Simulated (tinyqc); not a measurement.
Complex band structure along [001] in sp3s* tight binding: sweeps and comparisons. A value that a table varies takes the place of the one given here.

For k = (0, 0, kz) the phase sums are g0 = cos(phi) and g3 = i sin(phi), phi = kz a/4, and the s, pz, s* orbitals of anion (a) and cation (c) decouple from px, py. With z = exp(i phi), H(z) = H0 + z T + T^T/z for any complex z. H0 is diagonal (Esa, Epa, Exa, Esc, Epc, Exc). The anion-cation block is B(z) = z U + W/z and the cation-anion block z W^T + U^T/z, where U has Vss/2 (s,s), Vsapc/2 (s,z), -Vscpa/2 (z,s), Vxx/2 (z,z), Vxapc/2 (s*,z), -Vpaxc/2 (z,s*), and W has the same values with the s-z and s*-z signs reversed. |z| = 1 is a band state, |z| < 1 decays along [001] as exp(-kappa d) over a distance d, kappa = -(4/a) ln|z|. No spin-orbit coupling.

Constants: hbar^2/2m0 = 3.80998211 eV angstrom^2.

Inputs chosen for the exercise (out of a larger set: near a published set for GaSb, fitted to gaps, whose masses and valley positions are rough (light masses up to twice too heavy); not measured data):
- p = (-7.313, 0.856, -3.902, 2.919, 6.622, 5.993, -6.143, 1.575, 4.122, 4.956, 4.682, 4.977, 4.223) eV (order Esa, Epa, Esc, Epc, Exa, Exc, Vss, Vxx, Vxy, Vsapc, Vscpa, Vxapc, Vpaxc)
- a = 6.092 angstrom (lattice constant)
- dE = 0.36 eV (E - Ev)

## Decay across the direct gap

Ev = 0.00478 eV
EG (direct gap) = 0.76307 eV

masses of this model, from the curvature at Gamma (m0): m_lh 0.05220, m_e 0.06367

kappa of the imaginary branch at Gamma against three formulas: parabolic from the valence edge, sqrt(m_lh E/c); parabolic from the conduction edge, sqrt(m_e (EG - E)/c); two-band (Franz), sqrt(m E (1 - E/EG)/c) with m = 2 m_lh m_e/(m_lh + m_e). E from Ev; c = hbar^2/2m0.

kappa (1/angstrom):

| E/EG | E (eV) | tight binding | parabolic, valence | parabolic, conduction | two-band |
|---|---|---|---|---|---|
| 0.05 | 0.0382 | 0.0224 | 0.0229 | 0.1101 | 0.0234 |
| 0.15 | 0.1145 | 0.0369 | 0.0396 | 0.1041 | 0.0383 |
| 0.25 | 0.1908 | 0.0452 | 0.0511 | 0.0978 | 0.0464 |
| 0.35 | 0.2671 | 0.0502 | 0.0605 | 0.0910 | 0.0511 |
| 0.50 | 0.3815 | 0.0534 | 0.0723 | 0.0798 | 0.0536 |
| 0.65 | 0.4960 | 0.0517 | 0.0824 | 0.0668 | 0.0511 |
| 0.75 | 0.5723 | 0.0474 | 0.0885 | 0.0565 | 0.0464 |
| 0.85 | 0.6486 | 0.0396 | 0.0943 | 0.0437 | 0.0383 |
| 0.95 | 0.7249 | 0.0245 | 0.0997 | 0.0253 | 0.0234 |

The branch joins the light-hole and conduction bands and peaks, among these rows, at E/EG = 0.50 with kappa = 0.0534 1/angstrom. At mid-gap the parabola from the conduction edge is +50 % off and the two-band form +0.4 %; over 5 nm the parabola would misstate exp(-2 kappa d) by a factor 14.1.

## Band-to-band tunnelling in a uniform field

WKB at zero transverse momentum: T = exp(-2 I/(eF)), I = integral of kappa dE across the direct gap (8 Gauss-Legendre points in theta, E = EG sin^2 theta, 0 to pi/2); 1 MV/cm = 0.01 V/angstrom. The two-band form gives I = (pi/8) sqrt(m/c) EG^(3/2) with m = 2 m_lh m_e/(m_lh + m_e).

Tunnelling:

| F (MV/cm) | path EG/eF (angstrom) | exponent 2I/eF | T, tight binding | T, two-band |
|---|---|---|---|---|
| 0.50 | 152.6 | 12.816 | 2.72e-06 | 2.63e-06 |
| 0.75 | 101.7 | 8.544 | 0.000195 | 0.000191 |
| 1.00 | 76.3 | 6.408 | 0.00165 | 0.00162 |
| 1.50 | 50.9 | 4.272 | 0.0140 | 0.0138 |
| 2.00 | 38.2 | 3.204 | 0.0406 | 0.0403 |
| 3.00 | 25.4 | 2.136 | 0.118 | 0.118 |
| 4.00 | 19.1 | 1.602 | 0.201 | 0.201 |

I, tight binding = 0.032041 eV/angstrom
I, two-band = 0.032119 eV/angstrom

The two-band integral is +0.24 % from the tight-binding one, which makes the two-band T 0.9692 times the other at 0.5 MV/cm and 0.9961 times at 4 MV/cm. Doubling the field from 1 to 2 MV/cm halves the exponent and raises T by a factor 24.6. Where the exponent falls below about 2 the WKB form is only a guide.

## Energy and lattice constant

The slowest root of the s-pz block and the heavy-hole branch, sinh^2(kappa a/4) = ((E - Epa)(E - Epc) - Vxx^2)/(Vxx^2 - Vxy^2), at E = Ev + dE with Ev the lower root of [[Epa, Vxx], [Vxx, Epc]]; the couplings are kept when a changes. Each row changes one parameter from the base and keeps the others.

Results:

| case | slowest kappa (1/angstrom) | heavy-hole kappa (1/angstrom) |
|---|---|---|
| base | 0.0531 | 0.1883 |
| dE = 0.39 eV | 0.0534 | 0.1949 |
| a = 6.275 angstrom | 0.0516 | 0.1828 |

The largest shifts from the base row, up to three for each result and ties (the steps differ in size, so this ranks the rows, not the parameters). slowest kappa (1/angstrom): a -0.0015, dE +0.0003. heavy-hole kappa (1/angstrom): dE +0.0066, a -0.0055. With the couplings fixed, kappa a stays, so kappa scales as 1/a.

(tinyqc, `OMP_NUM_THREADS=1 python tinyqc.py 1481237 1481238 out.jsonl`, Intel(R) Xeon(R) Processor @ 2.30GHz, 1 thread, shared host, about 0.01 s.)
